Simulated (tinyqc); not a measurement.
Deformation-potential model of the Delta valleys of a conduction band: one step. Effective density of states. Five cases, with inputs chosen for the exercise.

Problem. Each of the 6 whole valleys has m_d = (ml mt^2)^(1/3) and N = 2 (m_d kT/(4 pi c))^(3/2), c = hbar^2/2m0. Counted from the lowest edge, Nc = N x 2 x sum_i exp(-(dE_i - dE_min)/kT). 1 angstrom^-3 = 1e24 cm^-3.

Constants: kB = 8.617333262e-05 eV/K; hbar^2/2m0 = 3.80998211 eV angstrom^2.

Case 1.

Values chosen (out of a larger set: near those of Si; not measured data): ml = 0.937 m0 (longitudinal mass); mt = 0.192 m0 (transverse mass); T = 300 K (temperature).

shifts dE (meV): x 46.9528, y 46.9528, z -24.7559

Case 2.

Values chosen (out of a larger set: near those of Si; not measured data): ml = 0.932 m0 (longitudinal mass); mt = 0.195 m0 (transverse mass); T = 300 K (temperature).

shifts dE (meV): x -5.0193, y -5.0193, z 22.9460

Case 3.

Values chosen (out of a larger set: near those of Si; not measured data): ml = 0.915 m0 (longitudinal mass); mt = 0.192 m0 (transverse mass); T = 300 K (temperature).

shifts dE (meV): x 28.9193, y 28.9193, z 28.9193

Case 4.

Values chosen (out of a larger set: near those of Si; not measured data): ml = 0.951 m0 (longitudinal mass); mt = 0.197 m0 (transverse mass); T = 200 K (temperature).

shifts dE (meV): x 62.1135, y 62.1135, z -35.9535

Case 5.

Values chosen (out of a larger set: near those of Si; not measured data): ml = 0.894 m0 (longitudinal mass); mt = 0.197 m0 (transverse mass); T = 300 K (temperature).

shifts dE (meV): x 110.1642, y 110.1642, z -62.7832

Give: m_d; N of one valley; Nc under stress; Nc without stress.

Solution.

Case 1.

m_d = 0.3257 m0
N of one valley = 4.664e+18 cm^-3
Nc under stress = 1.049e+19 cm^-3
Nc without stress = 2.798e+19 cm^-3

Case 2.

m_d = 0.3285 m0
N of one valley = 4.724e+18 cm^-3
Nc under stress = 2.210e+19 cm^-3
Nc without stress = 2.834e+19 cm^-3

Case 3.

m_d = 0.3231 m0
N of one valley = 4.609e+18 cm^-3
Nc under stress = 2.765e+19 cm^-3
Nc without stress = 2.765e+19 cm^-3

Case 4.

m_d = 0.3329 m0
N of one valley = 2.624e+18 cm^-3
Nc under stress = 5.284e+18 cm^-3
Nc without stress = 1.575e+19 cm^-3

Case 5.

m_d = 0.3262 m0
N of one valley = 4.674e+18 cm^-3
Nc under stress = 9.372e+18 cm^-3
Nc without stress = 2.805e+19 cm^-3

Computed by tinyqc, one run a case: `OMP_NUM_THREADS=1 python tinyqc.py N N+1 out.jsonl` with N = 1050440, 1050468, 1051382, 1051557, 1080173; one thread of a shared Intel(R) Xeon(R) Processor @ 2.30GHz, about 0.04 s a run at most.
